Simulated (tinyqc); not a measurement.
## Read current of a NAND string, cells in series solved by shooting: effect of the read voltage on the selected word line

Cells in series, numbered from 0 at the source line (0 V) to the bit line, each followed by a gap resistance Rg. A cell with gate Vg, threshold VT, source Vs and drain Vd passes I = 2 nf K Vt^2 [F(Vs) - F(Vd)]/(1 + th max(Vg - VT, 0)), F(V) = ln^2(1 + exp((Vg - VT - nf V)/(2 nf Vt))). The selected cell has Vg = Vr, the others Vg = Vp.

For a trial current I start at 0 V and, cell by cell, solve for the drain: sqrt(F(Vd)) = sqrt(F(Vs) - I/k), k = 2 nf K Vt^2/(1 + th max(Vg - VT, 0)), Vd = [Vg - VT - 2 nf Vt ln(exp(sqrt F) - 1)]/nf, then add I Rg. The string current is the I for which the last node reaches Vbl. The apparent threshold is the Vr at which I = Is. Background: all other cells erased (VT = Ve) or all in the highest state (VT = Vh); ratio and shift are high over erased and high minus erased. The string has 32 cells and the selected one is cell 16.

Values chosen for this exercise; values of the order met in vertical NAND strings:
```
symbol  value    unit                              meaning
T         300       K                          temperature
K         3.2  uA/V^2                gain factor of a cell
nf        1.6                                 slope factor
th       0.09     1/V            mobility reduction factor
Rg        9.1    kohm  resistance of the gap between cells
Vbl       0.3       V                     bit-line voltage
Vp        6.4       V                         pass voltage
Ve       -1.2       V          threshold of an erased cell
Vh        4.2       V       threshold of the highest state
Vx        1.2       V       threshold of the selected cell
Is         20      nA                      sensing current
```

Constants: q = 1.602176634e-19 C, kB = 1.380649e-23 J/K, Vt = kB T/q. Results are converted to the units shown.

The same in every row: apparent VT, erased (V) = 1.366; apparent VT, high (V) = 1.421; background shift (mV) = 54.47.

Effect of the read voltage on the selected word line:

| Vr (V) | I, others erased (uA) | I, others high (uA) | ratio |
|---|---|---|---|
| 0.9 | 4.719e-6 | 4.718e-6 | 0.9997 |
| 1.3 | 0.01097 | 0.008557 | 0.7803 |
| 1.7 | 0.07879 | 0.04015 | 0.5096 |
| 2.1 | 0.09930 | 0.04464 | 0.4495 |
| 2.5 | 0.1057 | 0.04586 | 0.4338 |
| 2.9 | 0.1089 | 0.04644 | 0.4265 |
| 3.3 | 0.1108 | 0.04678 | 0.4222 |
| 3.7 | 0.1121 | 0.04701 | 0.4195 |

As Vr goes from 0.9 to 3.7 V, the current with erased neighbours rises from 4.72e-6 to 0.112 uA, that with high neighbours rises from 4.72e-6 to 0.0470 uA and the ratio falls from 1.00 to 0.419. The apparent thresholds do not depend on Vr.

Numbers from tinyqc (`OMP_NUM_THREADS=1 python tinyqc.py 2142168 2142169 out.jsonl`; about 0.3 s on one thread of a shared Intel Xeon 2.30GHz).
